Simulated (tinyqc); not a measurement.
## Zero-field barrier from two thresholds

Problem. The photoemission threshold over an interface barrier is Phi = P0 - sqrt(q F/(4 pi eps0 ei)). Find P0 and ei.

Constants: q = 1.602176634e-19 C, eps0 = 8.8541878128e-14 F/cm where lengths are in cm. Results are converted to the units shown.

thresholds at F = 0.8 and 3.1 MV/cm (eV): [3.8785952, 3.6641643]

Answer. Phi is linear in sqrt(F): the intercept is P0 and the slope gives ei.

P0 = 4.10 eV
ei = 2.35

tinyqc, about 0.01 s, one thread, Intel Xeon 2.30GHz (shared host): `OMP_NUM_THREADS=1 python tinyqc.py 2410123 2410124 out.jsonl`
